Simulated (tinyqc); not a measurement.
Worked calculation (part 2 of 3): CCSD on RHF in the 6-31g basis, for H4, spin multiplicity 1. Computed by tinyqc, a small Python program that keeps every step (integrals from PySCF). Command: `OMP_NUM_THREADS=1 python tinyqc.py 20380 20381 out.jsonl` (the two numbers bound the seeds that draw the settings). One thread of a shared host (Intel(R) Xeon(R) Processor @ 2.60GHz), about 0.5 s of CPU time with the checks.

Geometry (angstrom):
```
atom         x         y         z
H     0.000000  0.000000  0.000000
H     0.000000  0.000000  0.836000
H     0.000000  0.000000  1.971000
H     0.000000  0.000000  2.807000
```

## Iteration 7 (converged): orbitals

converged F (hartree), order 1H 1s, 1H 2s, 2H 1s, 2H 2s, 3H 1s, 3H 2s, 4H 1s, 4H 2s:
$$\begin{pmatrix}
0.017207 & -0.475578 & -0.507388 & -0.469384 & -0.049773 & -0.184899 & 0.019909 & -0.029918 \\
-0.475578 & -0.338311 & -0.497172 & -0.395393 & -0.144264 & -0.228342 & -0.029918 & -0.090102 \\
-0.507388 & -0.497172 & -0.035721 & -0.527795 & -0.252854 & -0.327079 & -0.049773 & -0.144264 \\
-0.469384 & -0.395393 & -0.527795 & -0.432145 & -0.327079 & -0.339890 & -0.184899 & -0.228342 \\
-0.049773 & -0.144264 & -0.252854 & -0.327079 & -0.035721 & -0.527795 & -0.507388 & -0.497172 \\
-0.184899 & -0.228342 & -0.327079 & -0.339890 & -0.527795 & -0.432145 & -0.469384 & -0.395393 \\
0.019909 & -0.029918 & -0.049773 & -0.184899 & -0.507388 & -0.469384 & 0.017207 & -0.475578 \\
-0.029918 & -0.090102 & -0.144264 & -0.228342 & -0.497172 & -0.395393 & -0.475578 & -0.338311
\end{pmatrix}$$

X, order 1H 1s, 1H 2s, 2H 1s, 2H 2s, 3H 1s, 3H 2s, 4H 1s, 4H 2s:
$$\begin{pmatrix}
1.279591 & -0.470324 & -0.127865 & -0.035008 & 0.003675 & 0.130484 & -0.016746 & -0.046968 \\
-0.470324 & 2.163253 & 0.134906 & -1.585004 & 0.007609 & 0.672361 & -0.046968 & -0.219524 \\
-0.127865 & 0.134906 & 1.298467 & -0.650605 & -0.016133 & 0.084592 & 0.003675 & 0.007609 \\
-0.035008 & -1.585004 & -0.650605 & 3.589032 & 0.084592 & -2.017950 & 0.130484 & 0.672361 \\
0.003675 & 0.007609 & -0.016133 & 0.084592 & 1.298467 & -0.650605 & -0.127865 & 0.134906 \\
0.130484 & 0.672361 & 0.084592 & -2.017950 & -0.650605 & 3.589032 & -0.035008 & -1.585004 \\
-0.016746 & -0.046968 & 0.003675 & 0.130484 & -0.127865 & -0.035008 & 1.279591 & -0.470324 \\
-0.046968 & -0.219524 & 0.007609 & 0.672361 & 0.134906 & -1.585004 & -0.470324 & 2.163253
\end{pmatrix}$$

Diagonalise F' = X^T F X, C = X C', fill 2 alpha and 2 beta electrons from the bottom; D = 2 C_occ C_occ^T. Each column has its largest component positive (the first on a tie).

F' = X^T F X (hartree):
$$\begin{pmatrix}
0.629004 & -0.557064 & -0.421242 & -0.187592 & 0.056785 & 0.075808 & -0.019043 & -0.006409 \\
-0.557064 & 0.265008 & -0.082578 & -0.232838 & 0.012713 & -0.061329 & -0.006409 & 0.038277 \\
-0.421242 & -0.082578 & 0.610565 & -0.633852 & -0.130041 & -0.078998 & 0.056785 & 0.012713 \\
-0.187592 & -0.232838 & -0.633852 & 0.495873 & -0.078998 & -0.252028 & 0.075808 & -0.061329 \\
0.056785 & 0.012713 & -0.130041 & -0.078998 & 0.610565 & -0.633852 & -0.421242 & -0.082578 \\
0.075808 & -0.061329 & -0.078998 & -0.252028 & -0.633852 & 0.495873 & -0.187592 & -0.232838 \\
-0.019043 & -0.006409 & 0.056785 & 0.075808 & -0.421242 & -0.187592 & 0.629004 & -0.557064 \\
-0.006409 & 0.038277 & 0.012713 & -0.061329 & -0.082578 & -0.232838 & -0.557064 & 0.265008
\end{pmatrix}$$

orbital energies (hartree): MO1 -0.672563, MO2 -0.490521, MO3 0.177964, MO4 0.394447, MO5 0.819110, MO6 1.065755, MO7 1.313103, MO8 1.393602

coefficients C, order 1H 1s, 1H 2s, 2H 1s, 2H 2s, 3H 1s, 3H 2s, 4H 1s, 4H 2s:
$$\begin{pmatrix}
0.186609 & 0.249847 & 0.145032 & 0.080553 & 0.609957 & -0.801456 & -0.718017 & 0.490877 \\
0.136486 & 0.219637 & 1.021208 & -1.882980 & -0.447184 & -0.204463 & 1.089946 & -1.359677 \\
0.245883 & 0.203594 & -0.140971 & 0.186741 & 0.533060 & -0.344639 & 0.797345 & -0.977751 \\
0.195055 & 0.349295 & -0.753890 & 2.727949 & -0.413368 & 2.039612 & -1.018863 & 2.612891 \\
0.245883 & -0.203594 & -0.140971 & -0.186741 & 0.533060 & 0.344639 & 0.797345 & 0.977751 \\
0.195055 & -0.349295 & -0.753890 & -2.727949 & -0.413368 & -2.039612 & -1.018863 & -2.612891 \\
0.186609 & -0.249847 & 0.145032 & -0.080553 & 0.609957 & 0.801456 & -0.718017 & -0.490877 \\
0.136486 & -0.219637 & 1.021208 & 1.882980 & -0.447184 & 0.204463 & 1.089946 & 1.359677
\end{pmatrix}$$

D after iteration 7, order 1H 1s, 1H 2s, 2H 1s, 2H 2s, 3H 1s, 3H 2s, 4H 1s, 4H 2s:
$$\begin{pmatrix}
0.194493 & 0.160690 & 0.193503 & 0.247339 & -0.009967 & -0.101742 & -0.055201 & -0.058813 \\
0.160690 & 0.133738 & 0.156553 & 0.206681 & -0.022315 & -0.100192 & -0.058813 & -0.059225 \\
0.193503 & 0.156553 & 0.203818 & 0.238150 & 0.038016 & -0.046307 & -0.009967 & -0.022315 \\
0.247339 & 0.206681 & 0.238150 & 0.320107 & -0.046307 & -0.167920 & -0.101742 & -0.100192 \\
-0.009967 & -0.022315 & 0.038016 & -0.046307 & 0.203818 & 0.238150 & 0.193503 & 0.156553 \\
-0.101742 & -0.100192 & -0.046307 & -0.167920 & 0.238150 & 0.320107 & 0.247339 & 0.206681 \\
-0.055201 & -0.058813 & -0.009967 & -0.101742 & 0.193503 & 0.247339 & 0.194493 & 0.160690 \\
-0.058813 & -0.059225 & -0.022315 & -0.100192 & 0.156553 & 0.206681 & 0.160690 & 0.133738
\end{pmatrix}$$

## Convergence

Stop when the energy changes by less than 1e-10 hartree and every element of the error matrix X^T (F D S - S D F) X is below 3e-06.

Course of the cycle:
```
iteration  E (hartree)     change  largest element of the error matrix
1          -1.68466305          -                             1.22e-01
2          -2.21128594  -5.27e-01                             3.05e-02
3          -2.21513447  -3.85e-03                             6.10e-03
4          -2.21531407  -1.80e-04                             1.21e-03
5          -2.21532100  -6.93e-06                             1.35e-04
6          -2.21532107  -6.88e-08                             2.97e-06
7          -2.21532107  -2.13e-11                             1.14e-07
```

PySCF RHF in the same basis = -2.21532107 hartree

Converged in 7 iterations.

## Populations, bond orders and dipole

overlap S, order 1H 1s, 1H 2s, 2H 1s, 2H 2s, 3H 1s, 3H 2s, 4H 1s, 4H 2s:
$$\begin{pmatrix}
1.000000 & 0.658292 & 0.373036 & 0.474176 & 0.007999 & 0.106715 & 0.000081 & 0.016580 \\
0.658292 & 1.000000 & 0.474176 & 0.817701 & 0.106715 & 0.326703 & 0.016580 & 0.103420 \\
0.373036 & 0.474176 & 1.000000 & 0.658292 & 0.176329 & 0.359677 & 0.007999 & 0.106715 \\
0.474176 & 0.817701 & 0.658292 & 1.000000 & 0.359677 & 0.690067 & 0.106715 & 0.326703 \\
0.007999 & 0.106715 & 0.176329 & 0.359677 & 1.000000 & 0.658292 & 0.373036 & 0.474176 \\
0.106715 & 0.326703 & 0.359677 & 0.690067 & 0.658292 & 1.000000 & 0.474176 & 0.817701 \\
0.000081 & 0.016580 & 0.007999 & 0.106715 & 0.373036 & 0.474176 & 1.000000 & 0.658292 \\
0.016580 & 0.103420 & 0.106715 & 0.326703 & 0.474176 & 0.817701 & 0.658292 & 1.000000
\end{pmatrix}$$

Mulliken: Z minus the diagonal of D S on the atom; Loewdin: the same with S^(1/2) D S^(1/2); Mayer order: 2 sum_s sum (D(s) S)_ij (D(s) S)_ji over the two atoms.

Charges (e):
```
atom   Mulliken    Loewdin
1H     0.081636  -0.010754
2H    -0.081636   0.010754
3H    -0.081636   0.010754
4H     0.081636  -0.010754
```

Mayer bond orders:
```
pair      order
2-1    0.994027
3-1   -0.042707
3-2   -0.009551
4-1    0.037159
4-2   -0.042707
4-3    0.994027
```

dipole moment about the origin, x y z (debye): [0.000000, 0.000000, 0.000000]

## Integrals over molecular orbitals

core Hamiltonian H = T + V (hartree), order 1H 1s, 1H 2s, 2H 1s, 2H 2s, 3H 1s, 3H 2s, 4H 1s, 4H 2s:
$$\begin{pmatrix}
-1.342727 & -1.183276 & -0.879648 & -0.939188 & -0.036669 & -0.260541 & -0.000592 & -0.048794 \\
-1.183276 & -1.358741 & -1.018782 & -1.265085 & -0.263747 & -0.585459 & -0.048794 & -0.206063 \\
-0.879648 & -1.018782 & -1.620257 & -1.364290 & -0.474326 & -0.790243 & -0.036669 & -0.263747 \\
-0.939188 & -1.265085 & -1.364290 & -1.596857 & -0.790243 & -1.163726 & -0.260541 & -0.585459 \\
-0.036669 & -0.263747 & -0.474326 & -0.790243 & -1.620257 & -1.364290 & -0.879648 & -1.018782 \\
-0.260541 & -0.585459 & -0.790243 & -1.163726 & -1.364290 & -1.596857 & -0.939188 & -1.265085 \\
-0.000592 & -0.048794 & -0.036669 & -0.260541 & -0.879648 & -0.939188 & -1.342727 & -1.183276 \\
-0.048794 & -0.206063 & -0.263747 & -0.585459 & -1.018782 & -1.265085 & -1.183276 & -1.358741
\end{pmatrix}$$

Given earlier and not repeated: Two-electron integrals (ij|kl) in chemists' order.

(pq|rs) = sum C_ip C_jq C_kr C_ls (ij|kl), one index at a time.

one-electron integrals over orbitals h = C^T H C (hartree):
$$\begin{pmatrix}
-1.866121 & 0.000000 & 0.148484 & 0.000000 & -0.158755 & 0.000000 & -0.075641 & 0.000000 \\
0.000000 & -1.643810 & 0.000000 & -0.171406 & 0.000000 & 0.135374 & 0.000000 & 0.064751 \\
0.148484 & 0.000000 & -1.150350 & 0.000000 & -0.089057 & 0.000000 & 0.270803 & 0.000000 \\
0.000000 & -0.171406 & 0.000000 & -0.820308 & 0.000000 & -0.031541 & 0.000000 & 0.290757 \\
-0.158755 & 0.000000 & -0.089057 & 0.000000 & -0.643084 & 0.000000 & -0.078005 & 0.000000 \\
0.000000 & 0.135374 & 0.000000 & -0.031541 & 0.000000 & -0.399085 & 0.000000 & 0.038550 \\
-0.075641 & 0.000000 & 0.270803 & 0.000000 & -0.078005 & 0.000000 & -0.290164 & 0.000000 \\
0.000000 & 0.064751 & 0.000000 & 0.290757 & 0.000000 & 0.038550 & 0.000000 & -0.339388
\end{pmatrix}$$

Two-electron integrals over orbitals (pq|rs), unique and non-zero (hartree):
```
(11|11) 0.481082    (21|21) 0.170585    (22|11) 0.441530    (22|22) 0.440813
(31|11) -0.062201   (31|22) -0.011029   (31|31) 0.069210    (32|21) 0.064224
(32|32) 0.066045    (33|11) 0.371875    (33|22) 0.359909    (33|31) -0.016938
(33|33) 0.336694    (41|21) 0.042086    (41|32) -0.017617   (41|41) 0.037565
(42|11) 0.080907    (42|22) 0.051678    (42|31) -0.045029   (42|33) 0.022831
(42|42) 0.048153    (43|21) -0.090399   (43|32) -0.055481   (43|41) -0.001633
(43|43) 0.089805    (44|11) 0.327047    (44|22) 0.323190    (44|31) -0.006043
(44|33) 0.306534    (44|42) 0.012686    (44|44) 0.299607    (51|11) 0.075221
(51|22) 0.079029    (51|31) 0.000888    (51|33) 0.041275    (51|42) 0.020549
(51|44) 0.033887    (51|51) 0.049921    (52|21) 0.074524    (52|32) 0.025053
(52|41) 0.022828    (52|43) -0.022702   (52|52) 0.056147    (53|11) 0.026853
(53|22) 0.030646    (53|31) 0.002904    (53|33) 0.016670    (53|42) 0.005899
(53|44) 0.001714    (53|51) 0.006860    (53|53) 0.020641    (54|21) 0.045643
(54|32) 0.018067    (54|41) 0.009161    (54|43) -0.036783   (54|52) 0.018601
(54|54) 0.023343    (55|11) 0.397990    (55|22) 0.386141    (55|31) -0.024046
(55|33) 0.327418    (55|42) 0.049076    (55|44) 0.292885    (55|51) 0.056641
(55|53) 0.029861    (55|55) 0.360531    (61|21) -0.046243   (61|32) -0.026645
(61|41) -0.005752   (61|43) 0.016801    (61|52) -0.041987   (61|54) -0.012393
(61|61) 0.036462    (62|11) -0.054396   (62|22) -0.072826   (62|31) -0.021992
(62|33) -0.040861   (62|42) -0.002505   (62|44) -0.029143   (62|51) -0.045739
(62|53) -0.017200   (62|55) -0.052514   (62|62) 0.056738    (63|21) -0.039898
(63|32) -0.026157   (63|41) -0.002465   (63|43) 0.016377    (63|52) -0.027349
(63|54) -0.003007   (63|61) 0.023266    (63|63) 0.024354    (64|11) 0.006855
(64|22) 0.004787    (64|31) -0.002857   (64|33) 0.006115    (64|42) 0.001142
(64|44) 0.000428    (64|51) -0.005893   (64|53) 0.006882    (64|55) 0.005862
(64|62) 0.002782    (64|64) 0.006341    (65|21) -0.134358   (65|32) -0.067326
(65|41) -0.020796   (65|43) 0.074328    (65|52) -0.059760   (65|54) -0.032642
(65|61) 0.042045    (65|63) 0.040720    (65|65) 0.126635    (66|11) 0.384796
(66|22) 0.394224    (66|31) 0.004466    (66|33) 0.328583    (66|42) 0.032762
(66|44) 0.290010    (66|51) 0.058736    (66|53) 0.038588    (66|55) 0.362141
(66|62) -0.066626   (66|64) 0.008720    (66|66) 0.384320    (71|11) 0.040662
(71|22) 0.003215    (71|31) -0.049623   (71|33) 0.010883    (71|42) 0.030177
(71|44) 0.016583    (71|51) 0.007640    (71|53) -0.021599   (71|55) 0.004869
(71|62) 0.019032    (71|64) -0.005820   (71|66) -0.023773   (71|71) 0.060356
(72|21) -0.028549   (72|32) -0.042543   (72|41) 0.015466    (72|43) 0.009317
(72|52) -0.021700   (72|54) 0.004623    (72|61) 0.024445    (72|63) 0.028957
(72|65) 0.044314    (72|72) 0.052278    (73|11) -0.094792   (73|22) -0.086693
(73|31) 0.014366    (73|33) -0.053319   (73|42) -0.027995   (73|44) -0.032971
(73|51) -0.042914   (73|53) -0.012015   (73|55) -0.067448   (73|62) 0.037593
(73|64) -0.000480   (73|66) -0.070000   (73|71) -0.011378   (73|73) 0.049701
(74|21) 0.012009    (74|32) -0.022990   (74|41) 0.025925    (74|43) 0.018206
(74|52) 0.018047    (74|54) -0.001480   (74|61) -0.007552   (74|63) -0.000995
(74|65) 0.002758    (74|72) 0.014160    (74|74) 0.032764    (75|11) 0.038859
(75|22) -0.006886   (75|31) -0.062546   (75|33) 0.001552    (75|42) 0.039071
(75|44) 0.000814    (75|51) -0.010815   (75|53) -0.012255   (75|55) 0.007725
(75|62) 0.036746    (75|64) 0.001788    (75|66) -0.026857   (75|71) 0.055255
(75|73) -0.001004   (75|75) 0.076335    (76|21) 0.067720    (76|32) 0.059084
(76|41) -0.007986   (76|43) -0.039100   (76|52) 0.042960    (76|54) 0.013684
(76|61) -0.040821   (76|63) -0.036565   (76|65) -0.075347   (76|72) -0.053494
(76|74) -0.012362   (76|76) 0.074084    (77|11) 0.439655    (77|22) 0.418296
(77|31) -0.035971   (77|33) 0.356611    (77|42) 0.058746    (77|44) 0.318191
(77|51) 0.081878    (77|53) 0.026265    (77|55) 0.383330    (77|62) -0.072334
(77|64) 0.002354    (77|66) 0.379360    (77|71) 0.025897    (77|73) -0.092778
(77|75) 0.013367    (77|77) 0.433809    (81|21) -0.021985   (81|32) 0.035041
(81|41) -0.037575   (81|43) 0.009231    (81|52) -0.010031   (81|54) -0.017563
(81|61) -0.004159   (81|63) -0.015099   (81|65) -0.007698   (81|72) -0.049114
(81|74) -0.030611   (81|76) 0.035905    (81|81) 0.069334    (82|11) -0.042319
(82|22) -0.002099   (82|31) 0.054422    (82|33) -0.008255   (82|42) -0.034949
(82|44) -0.015743   (82|51) -0.006819   (82|53) 0.019261    (82|55) -0.007364
(82|62) -0.019971   (82|64) 0.005251    (82|66) 0.025236    (82|71) -0.061132
(82|73) 0.008755    (82|75) -0.060819   (82|77) -0.026411   (82|82) 0.065482
(83|21) 0.074034    (83|32) 0.014779    (83|41) 0.029542    (83|43) -0.025129
(83|52) 0.042842    (83|54) 0.016013    (83|61) -0.026892   (83|63) -0.019676
(83|65) -0.054732   (83|72) -0.007951   (83|74) 0.025176    (83|76) 0.026211
(83|81) -0.023852   (83|83) 0.048034    (84|11) -0.105541   (84|22) -0.076099
(84|31) 0.043852    (84|33) -0.048517   (84|42) -0.045628   (84|44) -0.031478
(84|51) -0.033346   (84|53) -0.003759   (84|55) -0.065295   (84|62) 0.014714
(84|64) -0.000279   (84|66) -0.049305   (84|71) -0.038808   (84|73) 0.043860
(84|75) -0.039736   (84|77) -0.089541   (84|82) 0.040408    (84|84) 0.060577
(85|21) -0.006394   (85|32) 0.037021    (85|41) -0.031285   (85|43) -0.005330
(85|52) 0.002926    (85|54) -0.007472   (85|61) -0.014620   (85|63) -0.018960
(85|65) -0.015559   (85|72) -0.045043   (85|74) -0.027602   (85|76) 0.044433
(85|81) 0.055046    (85|83) -0.014169   (85|85) 0.054359    (86|11) -0.002047
(86|22) -0.029293   (86|31) -0.036641   (86|33) -0.017229   (86|42) 0.018948
(86|44) -0.009334   (86|51) -0.018193   (86|53) -0.016430   (86|55) -0.016630
(86|62) 0.038043    (86|64) -0.000683   (86|66) -0.040106   (86|71) 0.038192
(86|73) 0.012685    (86|75) 0.052362    (86|77) -0.020349   (86|82) -0.040776
(86|84) -0.015418   (86|86) 0.042714    (87|21) -0.161441   (87|32) -0.048994
(87|41) -0.048254   (87|43) 0.090867    (87|52) -0.080747   (87|54) -0.052279
(87|61) 0.052407    (87|63) 0.035124    (87|65) 0.126025    (87|72) 0.009452
(87|74) -0.024779   (87|76) -0.058214   (87|81) 0.050027    (87|83) -0.082655
(87|85) 0.024233    (87|87) 0.186850    (88|11) 0.489677    (88|22) 0.444226
(88|31) -0.070139   (88|33) 0.374001    (88|42) 0.087323    (88|44) 0.337379
(88|51) 0.096649    (88|53) 0.013897    (88|55) 0.403265    (88|62) -0.066121
(88|64) -0.001193   (88|66) 0.380384    (88|71) 0.068672    (88|73) -0.110665
(88|75) 0.053136    (88|77) 0.470969    (88|82) -0.069864   (88|84) -0.126568
(88|86) 0.005654    (88|88) 0.543887
```

## CCSD: starting amplitudes

t_ij^ab = <ij||ab> / (e_i + e_j - e_a - e_b), whose energy is MP2.

Starting amplitudes (spin orbitals 1a, 1b, ...; amplitudes related by a flip of all spins are not repeated; the 24 largest):
```
from      to          t
2a 2b  3a 3b  -0.049399
1a 1b  3a 3b  -0.040687
2a 2b  4a 4b  -0.027206
1a 2b  3a 4b   0.025946
2a 2b  5a 5b  -0.021436
1a 2b  3a 8b  -0.019901
2a 2b  6a 6b  -0.018229
1a 1b  4a 4b  -0.017603
1a 1b  3a 7b   0.017496
2a 2b  8a 8b  -0.017377
2a 2b  3a 7b   0.017209
1a 1b  8a 8b  -0.016778
1a 1b  5a 5b  -0.016733
1a 2b  7a 8b   0.015797
1a 2a  3a 4a   0.015795
1a 1b  7a 7b  -0.015198
1a 2b  5a 6b   0.015006
2a 2b  7a 7b  -0.014493
1a 2b  5b 6a  -0.013775
1a 2b  3b 8a   0.012814
1a 2b  7b 8a  -0.012692
2a 2b  3a 5b  -0.012665
2a 2b  4a 8b   0.012621
1a 1b  4a 8b   0.011993
```

correlation energy = -0.03780899 hartree

## CCSD: amplitude update 1

t_i^a D_i^a and t_ij^ab D_ij^ab are set to the remaining terms of the spin-orbital equations, evaluated with the old amplitudes; for the doubles these are <ij||ab> + 1/2 <ab||ef> t_ij^ef + 1/2 <mn||ij> t_mn^ab + P(ij)P(ab) <mb||ej> t_im^ae + terms in t^2 + terms with t1, D the orbital-energy denominators.

Amplitudes after update 1 (spin orbitals 1a, 1b, ...; amplitudes related by a flip of all spins are not repeated; the 24 largest):
```
from      to          t
2a 2b  3a 3b  -0.069843
1a 1b  3a 3b  -0.050719
1a 2b  3a 4b   0.036321
2a 2b  4a 4b  -0.032579
1a 2b  3a 8b  -0.027654
2a 2b  5a 5b  -0.025780
2a 2b  3a 7b   0.024233
1a 1b  3a 7b   0.022654
1a 1b  4a 4b  -0.022184
2a 2b  6a 6b  -0.021201
1a 1b  8a 8b  -0.020087
1a 1b  5a 5b  -0.019916
1a 2b  3b 8a   0.019222
2a 2b  8a 8b  -0.019135
1a 2a  3a 4a   0.018870
1a 2b  7a 8b   0.018830
1a 2b  5a 6b   0.018330
1a 1b  7a 7b  -0.017564
1a 2b  3b 4a  -0.017451
1a 2b  5b 6a  -0.016696
2a 2b  7a 7b  -0.016585
2a 2b  3a 5b  -0.016534
1a 1b  4a 8b   0.016352
2a 2b  4a 8b   0.015558
```

correlation energy = -0.04839753 hartree

## CCSD: amplitude update 2

As before.

Amplitudes after update 2 (spin orbitals 1a, 1b, ...; amplitudes related by a flip of all spins are not repeated; the 24 largest):
```
from      to          t
2a 2b  3a 3b  -0.080327
1a 1b  3a 3b  -0.053531
1a 2b  3a 4b   0.039987
2a 2b  4a 4b  -0.034156
1a 2b  3a 8b  -0.030555
2a 2b  3a 7b   0.027463
2a 2b  5a 5b  -0.026654
1a 1b  4a 4b  -0.024441
1a 1b  3a 7b   0.024371
1a 2b  3b 8a   0.021734
2a 2b  6a 6b  -0.021564
1a 1b  8a 8b  -0.021092
1a 1b  5a 5b  -0.020462
1a 2b  3b 4a  -0.020404
1a 2a  3a 4a   0.019583
1a 2b  7a 8b   0.019310
2a 2b  8a 8b  -0.019302
1a 2b  5a 6b   0.018839
1a 1b  4a 8b   0.018141
1a 1b  7a 7b  -0.018071
2a 2b  3a 5b  -0.017956
2a 2b  7a 7b  -0.017063
1a 2b  5b 6a  -0.017040
1a 2b  3b 6a  -0.016556
```

correlation energy = -0.05188401 hartree

## CCSD: amplitude update 3

As before.

Amplitudes after update 3 (spin orbitals 1a, 1b, ...; amplitudes related by a flip of all spins are not repeated; the 24 largest):
```
from      to          t
2a 2b  3a 3b  -0.085493
1a 1b  3a 3b  -0.054041
1a 2b  3a 4b   0.041517
2a 2b  4a 4b  -0.034513
1a 2b  3a 8b  -0.031769
2a 2b  3a 7b   0.028903
2a 2b  5a 5b  -0.026734
1a 1b  4a 4b  -0.025476
1a 1b  3a 7b   0.024899
1a 2b  3b 8a   0.022749
1a 2b  3b 4a  -0.021694
2a 2b  6a 6b  -0.021445
1a 1b  8a 8b  -0.021418
1a 1b  5a 5b  -0.020471
1a 2a  3a 4a   0.019823
1a 2b  7a 8b   0.019440
2a 2b  8a 8b  -0.019211
1a 2b  5a 6b   0.018891
1a 1b  4a 8b   0.018883
2a 2b  3a 5b  -0.018520
1a 1b  7a 7b  -0.018147
2a 2b  7a 7b  -0.017149
1a 2b  5b 6a  -0.017026
1a 2b  3b 6a  -0.016976
```

correlation energy = -0.05315907 hartree
